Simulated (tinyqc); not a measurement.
# Channel mobility from two channel lengths

Inverse problem. Two power MOSFETs differ only in channel length: R_on = R_rest + Lc (Wp + a)/(2 mch Cox Vov), Cox = 3.9 eps0/tox. Find mch and R_rest.

Parameters, values chosen for the exercise: gate oxide thickness (eps_r 3.9) tox = 31 nm; gate overdrive Vov = 6 V; width of the p body in one cell, channels included Wp = 2.4 um; gap between neighbouring p bodies a = 1.4 um.

Constants: eps0 = 8.8541878128e-14 F/cm where lengths are in cm. Results are converted to the units shown.

R_on at Lc = 0.21 and 0.79 um (mohm cm^2): [2.0259563, 2.0976450]

Solution. R_on is a straight line in Lc; its slope gives mch and its intercept the rest.

mch = 230 cm^2/(V s)
R_rest = 2.00 mohm cm^2

Computed by the program tinyqc: `OMP_NUM_THREADS=1 python tinyqc.py 2230013 2230014 out.jsonl`, one thread of a shared Intel Xeon 2.30GHz, about 0.01 s for the whole run.
